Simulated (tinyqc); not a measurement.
# Surface potential of a MOS transistor: implicit equation and explicit approximations: what changes with what

p-type body, charge-sheet picture, depletion and inversion only, full ionisation (an idealisation for deep acceptors), Boltzmann statistics (rough once Na exp(x - xn) passes about Nc/7). In units of Vt: xg = (Vg - Vfb)/Vt, x = psi/Vt, G = gamma/sqrt(Vt), xn = (2 phiF + Vc)/Vt. The implicit equation is (xg - x)^2 = G^2 [x - 1 + exp(x - xn)] for x above about 3. Cox = eps0 eox/tox.

Values chosen for this exercise; band and dielectric values close to those of silicon: temperature T = 400 K; band gap Eg = 1.11 eV; relative permittivity eps_r = 11.7; conduction-band density of states at T Nc = 4.37e19 cm^-3; valence-band density of states at T Nv = 4.11e19 cm^-3; relative permittivity of the gate insulator (close to silicon dioxide) eox = 3.9; insulator thickness tox = 2 nm; acceptor density Na = 4.1e16 cm^-3; flat-band voltage Vfb = -0.68 V; channel-body voltage Vc = 0.2 V; gate-body voltage Vg = 0.05 V.

Constants: q = 1.602176634e-19 C, kB = 1.380649e-23 J/K, Vt = kB T/q, eps0 = 8.8541878128e-14 F/cm where lengths are in cm. Results are converted to the units shown.

Each table varies one quantity; the others keep the values above.

## Accuracy of the approximations against gate voltage

ni = sqrt(Nc Nv) exp(-Eg/(2 Vt)), Eg in volts; phiF = Vt ln(Na/ni); gamma = sqrt(2 q eps0 eps_r Na)/Cox; VT = Vfb + Vt (xn + G sqrt(xn - 1)). Depletion value a = 1 + [sqrt(G^2/4 + xg - 1) - G/2]^2; inversion value b = xn + ln[(xg - xn)^2/G^2 - xn + 1] and first guess y = min(a, b) - ln(1 + exp(-|a - b|)) if a > xn + 1, else b = y = a; one second-order correction with D = exp(y - xn), p = 2 (xg - y) + G^2 (1 + D), w = (xg - y)^2 - G^2 (y - 1 + D): z = y + 2 w/(p + sqrt(p^2 - 2 (2 - G^2 D) w)), or the Newton step z = y + w/p where the root is not real. N_inv = (Cox Vt G/q) [sqrt(x - 1 + exp(x - xn)) - sqrt(x - 1)] at the root. Lambert form (Cox m Vt/q) W0[(G/(2 m sqrt(xn - 1))) exp((Vg - VT)/(m Vt))], m = 1 + G/(2 sqrt(xn - 1)). Errors under 1e-4 mV, and the linear form below VT, are printed as 0.

Accuracy of the approximations against gate voltage:

| Vg (V) | psi (V) | x - xn | error of y (mV) | error of z (mV) | N_inv (cm^-2) | Cox (Vg - VT)/q (cm^-2) | Lambert form (cm^-2) |
|---|---|---|---|---|---|---|---|
| -0.19 | 0.4466 | -11.17 | 0 | 0 | 2.765e5 | 0 | 1.861e5 |
| 0.01 | 0.6375 | -5.628 | 5.17e-3 | 0 | 5.812e7 | 0 | 4.984e7 |
| 0.21 | 0.8286 | -0.08439 | 1.15 | 0 | 1.282e10 | 0 | 1.292e10 |
| 0.41 | 0.9727 | 4.097 | 33.0 | 8.26 | 5.584e11 | 2.136e12 | 6.548e11 |
| 0.61 | 1.036 | 5.940 | 42.1 | 16.3 | 2.006e12 | 4.291e12 | 2.322e12 |
| 0.81 | 1.072 | 6.984 | 32.0 | 10.4 | 3.760e12 | 6.446e12 | 4.245e12 |
| 1.01 | 1.097 | 7.698 | 25.8 | 7.22 | 5.641e12 | 8.601e12 | 6.251e12 |
| 1.21 | 1.115 | 8.238 | 21.7 | -3.34 | 7.590e12 | 1.076e13 | 8.297e12 |
| 1.41 | 1.130 | 8.669 | 18.8 | -1.73 | 9.580e12 | 1.291e13 | 1.037e13 |

What does the table show?

psi rises from 0.447 to 1.13 V and ends 8.7 Vt above 2 phiF + Vc. Among the rows the first guess is off by at most 42 mV (at Vg = 0.61 V) and the corrected value by at most 16 mV. In the last row the linear form is 35 % above N_inv and the Lambert form 8.2 % above it; in the first row the Lambert form is 33 % below it. For Vg = 0.61, 0.81, 1.01, 1.21, 1.41 the electron quasi-Fermi level lies less than 2 Vt below the band edge at the surface, or above it, where degeneracy and confinement, left out, matter.

## Effect of the acceptor density at fixed gate voltage

Same model as above.

Vfb is held fixed.

Effect of the acceptor density at fixed gate voltage:

| Na (cm^-3) | psi (V) | x - xn | error of y (mV) | error of z (mV) | N_inv (cm^-2) | Cox (Vg - VT)/q (cm^-2) | Lambert form (cm^-2) |
|---|---|---|---|---|---|---|---|
| 1.4e15 | 0.71394 | 3.3433 | 5.37 | -2.94e-3 | 6.2207e10 | 1.3139e12 | 8.2658e10 |
| 3e15 | 0.71281 | 1.7865 | 1.69 | 0 | 2.2974e10 | 6.9412e11 | 2.5607e10 |
| 6.5e15 | 0.70733 | 0.080935 | 0.595 | 0 | 6.5158e9 | 3.7073e10 | 6.6170e9 |
| 1.4e16 | 0.69770 | -1.7329 | 0.144 | 0 | 1.5881e9 | 0 | 1.5235e9 |
| 3.1e16 | 0.68267 | -3.7588 | 0.0283 | 0 | 3.1585e8 | 0 | 2.8687e8 |
| 6.9e16 | 0.66063 | -5.9983 | 4.49e-3 | 0 | 5.1081e7 | 0 | 4.3433e7 |
| 1.5e17 | 0.63024 | -8.4330 | 5.79e-4 | 0 | 6.7657e6 | 0 | 5.2570e6 |
| 3.3e17 | 0.58745 | -11.251 | 0 | 0 | 6.2187e5 | 0 | 4.1712e5 |

As Na goes from 1.4e15 to 3.3e17, psi falls from 0.714 to 0.587 V, x - xn falls from 3.34 to -11.3 and N_inv falls from 6.22e10 to 6.22e5 cm^-2. The Lambert form lies between 0.671 and 1.33 times N_inv.

tinyqc, about 0.01 s, one thread, Intel Xeon 2.30GHz (shared host): `OMP_NUM_THREADS=1 python tinyqc.py 2122062 2122063 out.jsonl`
